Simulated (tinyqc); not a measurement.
## Yield against design margin

Cells fail independently with probability Q(k) = erfc(k/sqrt(2))/2 when the margin is k standard deviations, and Y = exp(-Nb Q(k)). phi = exp(-k^2/2)/sqrt(2 pi).  k = margin/s(dVT). With one spare that repairs any one cell, Y1 = exp(-x)(1 + x), x = Nb Q(k).

Inputs (values chosen for the exercise):
- Nb = 1048576 (number of cells)

s(dVT) = 51.3 mV

Yield against design margin:
```
M (mV)      k       Q(k)  expected failures x        Y      Y1
232     4.522   3.057e-6                3.205  0.04054  0.1705
249     4.854   6.056e-7               0.6350   0.5299  0.8664
261     5.088   1.812e-7               0.1900   0.8270  0.9841
273     5.322   5.142e-8              0.05392   0.9475  0.9986
290     5.653   7.883e-9             0.008265   0.9918   1.000
307     5.984   1.086e-9             0.001139   0.9989   1.000
325     6.335  1.185e-10             1.242e-4   0.9999   1.000
348     6.784  5.860e-12             6.144e-6    1.000   1.000
```

What does the table show?

Over a change of the margin from 232 to 348 mV, k goes from 4.52 to 6.78, the expected failures fall by 5.7 decades and the yield goes from 0.0405 to 1.000. The spare helps most at M = 249 mV among the rows, where it lifts the yield from 0.530 to 0.866.

tinyqc, about 0.01 s, one thread, Intel Xeon 2.30GHz (shared host): `OMP_NUM_THREADS=1 python tinyqc.py 2090134 2090135 out.jsonl`
